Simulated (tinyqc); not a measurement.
Six-transistor SRAM cell, nodal equations and margins: effect of the supply voltage.

Two cross-coupled inverters (pull-down bn, pull-up bp) hold the nodes Q and QB; access transistors (ba, threshold VTn, gate on the word line at Vdd when selected) join them to the bit lines. Transistor (EKV form, voltages against the body): I = 2 n b Vt^2 [F(vp - Vs) - F(vp - Vd)] from drain to source, F(v) = ln^2(1 + exp(v/(2 Vt))), vp = (Vg - VT + sg |Vd - Vs|)/n. n-channel bodies are at 0; for the p-channel device all voltages are counted down from Vdd. b in uA/V^2 gives I in uA. For an access transistor the bit line is the drain and the node the source. In a read both bit lines are at Vdd. The cell is symmetric (no mismatch).

f(x) is the node voltage of one half-cell for input x: In = Ip in hold, In = Ip + Ia in a read. Static noise margin: side of the largest square between the curve (x, f(x)) and its mirror image (f(y), y); with h(c) the root x of f(x) - x = c, it is the maximum over c > 0 of h(c) - h(-c) + c. Q is the low node in a read and Iread the current of its access transistor. The write trip is the voltage to which the bit line of the high node must fall (the other staying at Vdd) for that state to vanish; higher is easier, and a negative value means that a grounded bit line does not write.

Inputs (values chosen for the exercise): temperature T = 300 K; slope factor n = 1.25; drain-induced barrier lowering sg = 0.091; n-channel threshold VTn = 0.4 V; p-channel threshold (magnitude) VTp = 0.34 V; gain factor of the pull-down transistor bn = 410 uA/V^2; gain factor of the access transistor ba = 200 uA/V^2; gain factor of the pull-up transistor bp = 210 uA/V^2.

Constants: q = 1.602176634e-19 C, kB = 1.380649e-23 J/K, Vt = kB T/q. Results are converted to the units shown.

Result of one run:
```
hold margin (mV),read margin (mV),Q in a read (mV),Iread (uA),write trip (mV)
330.3,208.2,83.31,13.83,100.4
```

Which supply voltage Vdd gave this result: 0.4, 0.6, 0.7 or 0.85 V?

Vdd = 0.85 V.

The whole series:
```
Vdd (V),hold margin (mV),read margin (mV),Q in a read (mV),Iread (uA),write trip (mV)
0.4,150.2,98.80,24.25,0.1750,17.84
0.5,194.4,123.1,32.72,1.036,34.48
0.6,237.2,148.0,44.98,3.117,52.69
0.7,277.4,173.4,59.63,6.477,71.49
0.85,330.3,208.2,83.31,13.83,100.4
1,374.2,235.7,107.5,23.92,130.7
```

As Vdd goes from 0.4 to 1 V, the read margin rises from 98.8 to 236 mV, the write trip rises from 17.8 to 131 mV and Iread rises from 0.175 to 23.9 uA. The read margin is 0.66 of the hold margin in the first row and 0.63 in the last. At Vdd = 0.4 V the read margin is under 100 mV, which threshold mismatch, left out here, can use up in a large array.

Numbers from tinyqc (`OMP_NUM_THREADS=1 python tinyqc.py 2340153 2340154 out.jsonl`; about 0.2 s on one thread of a shared Intel Xeon 2.30GHz).
